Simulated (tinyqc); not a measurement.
Character of the line: straight dislocations in isotropic elasticity: fields, energies, partials, Peierls stress and walls. Computed by tinyqc, a small Python program. Command: `OMP_NUM_THREADS=1 python tinyqc.py 3009365 3009366 out.jsonl disloc walk`. One thread of a shared host (Intel(R) Xeon(R) Processor @ 2.30GHz), about 0.01 s of CPU time with the checks.

The line runs along z, the glide plane is y = 0, and beta is the angle between b and the line (0 screw, 90 degrees edge): b_e = b sin(beta) along +x with the extra half plane at y > 0, b_s = b cos(beta). Stress is positive in tension.

Inputs (values chosen for the exercise, modelled on GaAs):
```
quantity                       value      unit
shear modulus G                 50.2       GPa
Poisson ratio nu               0.224         -
Burgers vector b                   4  angstrom
stacking-fault energy gamma     48.3    mJ/m^2
dislocation density rho      2.1e+12     1/m^2
core radius r0/b                 0.5         -
```

Character: 30-degree.

Constants: 1 eV/angstrom^3 = 160.2176634 GPa.

Method:
- Energy factor K = G [cos^2(beta) + sin^2(beta)/(1 - nu)].
- E = K b^2/(4 pi) ln(R/r0) with R = 1/(2 sqrt(rho)); tension T = E + d^2E/d(beta)^2 = G b^2 [1 + nu - 3 nu sin^2(beta)]/(4 pi (1 - nu)) ln(R/r0). The core energy is taken into r0.
- Shockley partials have b_p = b/sqrt(3) at the angles beta -/+ 30 degrees; their repulsion balances the fault at d = G b_p^2/(8 pi gamma) (2 - nu)/(1 - nu) [1 - 2 nu cos(2 beta)/(2 - nu)].
- E = K b^2/(4 pi) ln(R/r0); T = G b^2 [1 + nu - 3 nu sin^2(beta)]/(4 pi (1 - nu)) ln(R/r0).

ln(R/r0) = 7.45308

From screw to edge:
```
beta (degrees)  K (GPa)  E (eV/nm)  T (eV/nm)  d (nm)
0                50.200     29.733     46.898  3.7744
15               51.171     30.308     45.174  3.9450
30               53.823     31.879     40.461  4.4111
45               57.445     34.024     34.024  5.0477
60               61.068     36.170     27.587  5.6844
75               63.720     37.741     22.875  6.1504
90               64.691     38.316     21.150  6.3210
```

What follows from these numbers?

The edge costs 1/(1 - nu) = 1.289 times the screw in energy, yet its tension is only (1 - 2 nu)/(1 + nu) = 0.451 of the screw value, so loops under stress are elongated along b. The edge splits 1.67 times as widely, (2 + nu)/(2 - 3 nu), since there the larger, edge parts of the partials repel with the factor 1/(1 - nu) and the small screw parts attract, while in the screw the roles are exchanged.
